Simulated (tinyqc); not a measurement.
Surface photovoltage measurement of the minority-carrier diffusion length in a wafer: one step, computed by the program tinyqc. Command: `OMP_NUM_THREADS=1 python tinyqc.py 3130393 3130394 out.jsonl spv walk`. One thread of a shared host (Intel(R) Xeon(R) Processor @ 2.30GHz), about 0.01 s of CPU time with the checks.

Low injection, steady light, a depletion layer much thinner than 1/alpha and L. The excess density dn is taken at the front edge of the neutral region; light that reaches the back is lost.

Question. The linear plot. alpha = (84.732/lambda - 76.417)^2 per cm with lambda in micrometre (an empirical fit for silicon between 0.7 and 1.05 micrometre). Thick wafer: dn = Phi L/((S_f + D/L)(L + 1/alpha)). Finite wafer, with s = S_b L/D, w = W/L, a = alpha L: dn = [Phi a/(a^2 - 1)] [a - B - exp(-alpha W)(a - s)/(cosh w + s sinh w)]/(S_f + B D/L), B = (sinh w + s cosh w)/(cosh w + s sinh w). Readings y = (Phi/dn) (1 + noise x g) at 780, 830, 880, 920, 950, 975 and 995 nm; a least-squares line y = c (1/alpha + L_app) gives L_app = intercept/slope.

Inputs (values chosen for the exercise, modelled on p-type silicon at room temperature): diffusion length L = 150 micrometre; wafer thickness W = 625 micrometre; diffusivity D = 32.4 cm^2/s; front recombination velocity S_f = 38000 cm/s; back recombination velocity S_b = 4700 cm/s; photon flux entering = 2.8e+12 1/(cm^2 s); relative noise of each reading = 1 %.

normal deviates g for the noise: [-1.96, 0.06, 0.48, 0.95, -0.78, 1.34, -0.34]

Give: the table «Readings» with the columns 1/alpha (micrometre), y (cm/s), line (cm/s), for lambda (nm) = 780, 830, 880, 920, 950, 975, 995; slope; apparent length L_app; error of L_app (rounded to 0.001).

Answer.

Readings:
```
lambda (nm)  1/alpha (micrometre)  y (cm/s)  line (cm/s)
780                           9.6     41903        42626
830                          15.2     44251        44126
880                          25.3     47169        46876
920                          40.7     51534        51027
950                          61.3     56132        56612
975                          90.9     65384        64639
995                         130.9     74996        75464
```

slope = 270.8 cm/(s micrometre)

apparent length L_app = 147.8 micrometre

error of L_app (rounded to 0.001) = -1.5 %

Without noise the error would be -0.2 %, from the finite thickness at W/L = 4.2. S_f scales all readings alike and leaves L_app unchanged.
